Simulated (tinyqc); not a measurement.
Two electrons on one impurity (helium-like model): sweeps and comparisons. A value that a table varies takes the place of the one given here.

Units Ha* = 2 Ry m/eps^2 and a* = a0 eps/m. One electron is bound by Z^2/2. Two electrons in the singlet built from exp(-a r) and exp(-b r): S = 8 (ab)^(3/2)/(a + b)^3, h_aa = a^2/2 - Z a, h_bb alike, h_ab = S (ab/2 - Z (a + b)/2), J = ab (a^2 + 3ab + b^2)/(a + b)^3, K = 20 (ab)^3/(a + b)^5, E = (h_aa + h_bb + 2 S h_ab + J + K)/(1 + S^2). For a = b this is a^2 - 2 Z a + 5a/8. Real double donors are deeper, since the central cell is left out.

Constants: e^2/(4 pi eps0) = 14.39964547 eV angstrom.

Inputs chosen for the exercise (near those of impurities in GaAs; not measured data):
- m = 0.065 m0 (one mean mass)
- eps = 13 (dielectric constant)
- Zs = (1, 1.07, 1.18, 1.69, 1.82, 2.43, 3.76) (charges)
- a_lat = 5.653 angstrom (lattice constant)
- Eg = 1.534 eV (gap)
- ED = 5.7 meV (donor binding)
- EA = 29.2 meV (acceptor binding)
- W0 = 15 x 1e7/s (rate at zero distance)
- kind = same (sublattices of donor and acceptor)
- shells = (1684, 4601, 9933, 14140, 14215, 19133, 23508) (shell numbers)

## Effective charge

Ha* = 10.4659 meV

Binding of the first electron, of the second (-E - Z^2/2) with equal and with unequal orbitals, and U, the first less the second (unequal).

Results (meV):
```
Z     first  second, equal  second, unequal   a/b     U  U/(Z Ha*)
1.00    5.2          -0.29             0.14  3.67   5.1      0.487
1.07    6.0           0.01             0.41  3.13   5.6      0.499
1.18    7.3           0.59             0.95  2.70   6.3      0.513
1.69   14.9           4.91             5.22  2.00   9.7      0.550
1.82   17.3           6.45             6.75  1.92  10.6      0.556
2.43   30.9          16.03            16.31  1.70  14.6      0.574
3.76   74.0          50.41            50.68  1.49  23.3      0.592
```

Equal orbitals bind a second electron only above Z = (5/16)/(1 - 1/sqrt2) = 1.067; unequal ones do so in 7 of the 7 rows. Their gain is 0.43 meV in the first row and 0.27 in the last, while the second binding grows to 51 meV, so the gain decides the matter only near Z = 1. U grows almost linearly with Z: U/(Z Ha*) goes from 0.487 to 0.592, towards 5/8, while the first binding grows as Z^2. Angular correlation is left out: at Z = 1 this function binds the second electron by 0.0133 Ha*, half the exact 0.0278.

## Pair lines (donor-acceptor pair recombination)

h nu = Eg - ED - EA + q/(eps R), q = e^2/(4 pi eps0); shell j lies at R = a_lat sqrt(j/2) for the same sublattice and a_lat sqrt(j/2 - 5/16) for opposite ones (on the same sublattice shells 14, 30, 46, 56, 62, ... are empty, where 2j has the form 4^a (8b + 7)); rate W = W0 exp(-2R/aD) with the donor radius aD = q/(2 eps ED). Polarisation and overlap terms, which matter for close pairs, are left out.

Energy, rate and lifetime for each shell.

Lines:
```
shell  R (angstrom)  Coulomb (meV)  h nu (eV)  step to the next shell (meV)  1/W (microsecond)
1684         164.03            6.8     1.5059                        0.0020              0.195
4601         271.14            4.1     1.5032                       0.00044               1.77
9933         398.39            2.8     1.5019                       0.00028               24.3
14140        475.32            2.3     1.5014                       8.2e-05                118
14215        476.58            2.3     1.5014                       8.2e-05                121
19133        552.91            2.0     1.5011                       0.00010                584
23508        612.87            1.8     1.5009                       3.8e-05           2.01e+03
```

limit for distant pairs = 1.4991 eV
aD = 97.2 angstrom

The lines crowd together, on average as R^-3: the step falls from 0.002 to 3.8e-05 meV, so distant pairs merge into a band. Close pairs emit higher and 1.03e+04 times faster over this table, so the band shifts to lower energy with delay and to higher energy with stronger pumping. All these lines lie below Eg, and R/aD runs from 1.7 up.

Run: tinyqc, `OMP_NUM_THREADS=1 python tinyqc.py 1250524 1250525 out.jsonl`; Intel(R) Xeon(R) Processor @ 2.30GHz, one thread, shared host; about 0.03 s of CPU time with all checks.
